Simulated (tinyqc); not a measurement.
# From C(t) with growing sinks back to sink density n

Model: solubility, supersaturation, precipitation and gettering of an impurity in a silicon-like host. Computed by tinyqc, a small Python program. Command: `OMP_NUM_THREADS=1 python tinyqc.py 3027630 3027631 out.jsonl ripen inv`. One thread of a shared host (Intel(R) Xeon(R) Processor @ 2.30GHz), about 0.02 s of CPU time with the checks.

The wafer was saturated at T1 and is then held at T.

Inputs (values chosen for the exercise, modelled on cobalt in silicon): site density N0 = 5e+22 1/cm^3; enthalpy of solution H = 2.76 eV; entropy of solution S = 7.1 k_B; diffusion prefactor D0 = 0.001 cm^2/s; migration energy Q = 0.543 eV; temperature of saturation T1 = 1475 K; anneal temperature T = 1133 K; initial sink radius r0 = 7.1 nm; impurity density in the precipitate C_p = 6.9e+22 1/cm^3; interface energy gamma = 0.31 J/m^2; anneal time t = 430 s.

Constants: k_B = 8.617333262e-05 eV/K; k_B = 1.380649e-23 J/K.

Method:
- C_eq(T) = N0 exp(S/k_B - H/(k_B T)); D(T) = D0 exp(-Q/(k_B T)); C0 = C_eq(T1). Supersaturation s = C0/C_eq(T); critical radius r* = 2 gamma/(C_p k_B T ln s); barrier W* = (4 pi/3) gamma r*^2. Strain energy is left out.
- tau0 = 1/(4 pi n r0 D); C_fixed(t) = C_eq + (C0 - C_eq) exp(-t/tau0). If all excess precipitates, the final radius is r_f = [r0^3 + 3 (C0 - C_eq)/(4 pi n C_p)]^(1/3), with tau_f = 1/(4 pi n r_f D).
- Growing sinks: with y = r/r_f and y0 = r0/r_f, dy/dt = (1 - y^3)/(3 tau_f y), which integrates to t/tau_f = F(y) - F(y0), F(y) = (1/2) ln[(1 + y + y^2)/(1 - y)^2] - sqrt(3) arctan[(2y + 1)/sqrt(3)]; the share of the excess left is (1 - y^3)/(1 - y0^3), and C(t) = C_eq + (C0 - C_eq) x share.

Task: A run gave the result below. Find the sink density n, known to lie between 8.4e+06 and 1.6e+07 1/cm^3.

C(t) with growing sinks = 5.758963e+14 1/cm^3

Result:

Each step takes the trial c = (a f_b - b f_a)/(f_b - f_a), f being the result less the target and a, b, c the logarithms of the listed values; c replaces end b, the old b replaces a if the sign of f changed, and otherwise f_a is halved.

Scan of the range:
```
sink density n (1/cm^3)  C(t) with growing sinks (1/cm^3)
8.40e+06                                      1.21913e+15
9.35e+06                                      9.40961e+14
1.04e+07                                      7.14948e+14
1.16e+07                                      5.29823e+14
1.29e+07                                      3.89447e+14
1.44e+07                                      2.79057e+14
1.60e+07                                      2.00846e+14
```

False position (Illinois rule, in the logarithm of the input) inside the bracket:
```
step        end a        end b        trial  C(t) with growing sinks (1/cm^3)
1     1.04000e+07  1.16000e+07  1.12890e+07                       5.71790e+14
2     1.04000e+07  1.12890e+07  1.12375e+07                       5.79112e+14
3     1.12890e+07  1.12375e+07  1.12601e+07                       5.75887e+14
4     1.12375e+07  1.12601e+07  1.12600e+07                       5.75896e+14
5     1.12375e+07  1.12600e+07  1.12600e+07                       5.75896e+14
6     1.12600e+07  1.12600e+07  1.12600e+07                       5.75896e+14
```

C(t) with growing sinks falls at every point of a 13-point scan of the range (every second point is shown), so one value fits; it is bracketed by 1.04e7 and 1.16e7. Answer: sink density n = 1.126e7 1/cm^3.

Caution: the barrier to homogeneous nucleation is below 35 k_B T for these inputs, so new precipitates would form and outnumber the fixed sinks assumed here.
